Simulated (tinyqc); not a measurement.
Geometry relaxation of a small cluster: one step, computed by the program tinyqc.

E = sum_i {sum_j A exp(-p (r_ij/r0 - 1)) - xi sqrt(rho_i)}, rho_i = sum_j exp(-2 q (r_ij/r0 - 1)); the force on i is -sum_j w_ij (R_i - R_j)/r_ij with w_ij = -(2p/r0) A exp(-p (r_ij/r0 - 1)) + (xi q/r0) exp(-2 q (r_ij/r0 - 1)) (rho_i^(-1/2) + rho_j^(-1/2)).

Problem. Energy and forces at the start. Evaluate E and the forces at the starting positions.

Inputs (values chosen for the exercise, for model atoms): length r0 = 3 angstrom; repulsion A = 0.17 eV; hopping xi = 2.28 eV; decay p = 9.52; decay q = 2.46.

Potential: Gupta. Method: steepest descent.

starting positions (angstrom), rows atom 1, atom 2, atom 3, atom 4, atom 5, columns x, y, z:
```
[[0.26, -0.02, -0.06],
 [2.86, 0.12, -0.01],
 [1.29, 2.3, 0.19],
 [1.3, 0.88, 2.37],
 [1.54, 0.79, -2.25]]
```

Give: distances; energy at the start; forces.

Solution.

distances (angstrom): 1-2 2.6042, 1-3 2.5506, 1-4 2.7922, 1-5 2.6628, 2-3 2.6939, 2-4 2.9454, 2-5 2.6849, 3-4 2.6017, 3-5 2.8803, 4-5 4.6271

energy at the start = -19.404 eV

forces (eV/angstrom), rows atom 1, atom 2, atom 3, atom 4, atom 5, columns x, y, z:
```
[[-1.8042, -1.5425, 0.3033],
 [1.1430, -0.2377, 0.5875],
 [0.3888, 1.9942, -0.7347],
 [0.2194, -0.5853, -0.0024],
 [0.0530, 0.3714, -0.1537]]
```
